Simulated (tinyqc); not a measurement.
Capacitance measurement on a leaky thin oxide: effects of series resistance and leakage: effect of the gate leakage current density, not matched to the thickness.

The device is a capacitance C in parallel with a leakage conductance G, in series with Rs and Ls. An impedance meter reports either a parallel pair (Cp, Gp) from Y = 1/Z = Gp + i w Cp or a series pair (Cs, Rm) from Z = Rm + 1/(i w Cs); w = 2 pi f, dissipation D = Gp/(w |Cp|).

EOT = 3.9 tox/eox; CET = EOT + zc + zp; C = 3.9 eps0 A/CET; G = Jg A/Vs. Z = Rs + i w Ls + 1/(G + i w C); CET read from Cp = 3.9 eps0 A/Cp; errors under 0.001 % are printed as 0.

Parameters, values chosen for the exercise; values of the order met in thin-oxide MOS capacitors: relative permittivity of the gate insulator (close to silicon dioxide) eox = 3.9; insulator thickness tox = 1.3 nm; gate area A = 10000 um^2; oxide-equivalent thickness added by the accumulation layer zc = 0.47 nm; oxide-equivalent thickness added by gate depletion zp = 0 nm; voltage for an e-fold rise of the leakage Vs = 0.34 V; series resistance Rs = 510 ohm; series inductance Ls = 0 nH; measuring frequency f = 10000 Hz.

Constants: eps0 = 8.8541878128e-14 F/cm where lengths are in cm. Results are converted to the units shown.

The same in every row: C (pF) = 195.1.

Results:
```
Jg (A/cm^2)	Cp (pF)	Cs (pF)	D	error of Cp (%)	error of Cs (%)	CET read from Cp (nm)
1e-5	195.1	195.1	0.006492	-4.21e-3	0	1.770
0.0001	195.1	195.1	0.008651	-6.91e-3	0	1.770
0.001	195.0	195.2	0.03025	-0.0339	0.0576	1.771
0.02	193.9	240.0	0.4876	-0.601	23.0	1.781
0.2	183.9	4688	4.949	-5.74	2300	1.878
2	115.4	4.495e5	62.39	-40.8	2.30e5	2.991
300	0.09220	1.011e10	3.311e5	-100	5.18e9	3745
```

Estimate the missing row, Jg = 30 A/cm^2.

Computed row:
```
Jg (A/cm^2)	Cp (pF)	Cs (pF)	D	error of Cp (%)	error of Cs (%)	CET read from Cp (nm)
30	6.449	1.011e8	3959	-96.7	5.18e7	53.54
```

With this row back in the table: As Jg goes from 1e-5 to 300, the error of Cp goes from -0.00421 to -100 %, that of Cs from 0 to 5.18e9 %, and D rises from 0.00649 to 3.31e5. The CET read from Cp goes from 1.77 to 3750 nm against the true 1.77 nm. For Jg = 0.2, 2, 30, 300 D exceeds 1, where the accuracy of real meters degrades in proportion to sqrt(1 + D^2).

tinyqc, about 0.01 s, one thread, Intel Xeon 2.30GHz (shared host): `OMP_NUM_THREADS=1 python tinyqc.py 2022015 2022016 out.jsonl`
